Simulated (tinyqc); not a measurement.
# p-i-n power rectifier, conductivity modulation at high injection: forward voltage and stored charge against the temperature

A drift layer from x = -d to d (2 d = W) between ideal p+ and n+ emitters (no recombination in them). High injection, n = p, ambipolar diffusion with one lifetime; both mobilities scale as (T/300 K)^(-bt).

Nc and Nv are given at 450 K and scale as (T/450 K)^1.5; tau is held fixed. Triangular field at breakdown with Ec = Kc N^(1/8): BV = eps0 eps_r Ec^2/(2 q N), so N = (eps0 eps_r Kc^2/(2 q BV))^(4/3); W = 2 BV/Ec; mu = mud (T/300 K)^(-bt); rho = 1/(q mu N); ideal resistance rho W. Da = 2 mun mup Vt/(mun + mup), La = sqrt(Da tau), B = (mun - mup)/(mun + mup) with mun = mud (T/300 K)^(-bt), mup likewise; n(x) = (tau J/(2 q La)) [cosh(x/La)/sinh(d/La) - B sinh(x/La)/cosh(d/La)]. Ohmic drop: integral of J/(q (mun + mup) n); diffusion (Dember) drop Vt B ln(n(-d)/n(d)); both junctions together Vt ln(n(-d) n(d)/ni^2), ni = sqrt(Nc Nv) exp(-Eg/(2 Vt)), Eg in volts; V_F = the sum; stored charge q times the integral of n. Integrals on a fine grid. Peak reverse current if all stored charge left in a linear ramp without recombination (an upper bound): sqrt(2 a Q). Rows where n falls below the doping are left out.

Inputs (values chosen for the exercise); bulk values close to those of 4H silicon carbide: relative permittivity eps_r = 9.49; critical-field constant Kc = 23100 V/cm per (cm^-3)^(1/8); rated breakdown voltage of the drift layer BV = 13000 V; drift mobility at 300 K mud = 820 cm^2/(V s); temperature exponent of the drift mobility bt = 2.5; hole mobility at 300 K mup = 110 cm^2/(V s); band gap Eg = 3.14 eV; conduction-band density of states at the reference temperature Nc = 3.12e19 cm^-3; valence-band density of states at the reference temperature Nv = 4.59e19 cm^-3; forward current density J = 200 A/cm^2; ramp rate of the current at turn-off a = 1600 A/(cm^2 us); high-level lifetime tau = 2e-5 s.

Constants: q = 1.602176634e-19 C, kB = 1.380649e-23 J/K, Vt = kB T/q, eps0 = 8.8541878128e-14 F/cm where lengths are in cm. Results are converted to the units shown.

The same in every row: Q (uC/cm^2) = 4000; sqrt(2 a Q) (A/cm^2) = 3578.

Forward voltage and stored charge against the temperature:

| T (K) | d/La | drift drop, ohmic and diffusion (V) | junction drops (V) | V_F (V) | lowest n over N | J rho W (V) |
|---|---|---|---|---|---|---|
| 250 | 0.7106 | 0.01904 | 3.044 | 3.063 | 2433 | 30.76 |
| 290 | 0.7943 | 0.02705 | 3.019 | 3.046 | 2327 | 44.58 |
| 330 | 0.8751 | 0.03670 | 2.992 | 3.029 | 2225 | 61.58 |
| 370 | 0.9536 | 0.04811 | 2.964 | 3.012 | 2126 | 81.97 |
| 410 | 1.030 | 0.06138 | 2.935 | 2.996 | 2032 | 105.9 |
| 450 | 1.104 | 0.07663 | 2.905 | 2.982 | 1943 | 133.7 |
| 490 | 1.177 | 0.09401 | 2.875 | 2.969 | 1858 | 165.4 |

V_F falls from 3.06 to 2.97 V; the drift drop rises from 0.0190 to 0.0940 V and the junction drops fall from 3.04 to 2.87 V. Where n exceeds a few 1e17 cm^-3, emitter and Auger recombination, left out here, lower n and change V_F.

Computed by the program tinyqc: `OMP_NUM_THREADS=1 python tinyqc.py 2230047 2230048 out.jsonl`, one thread of a shared Intel Xeon 2.30GHz, about 0.01 s for the whole run.
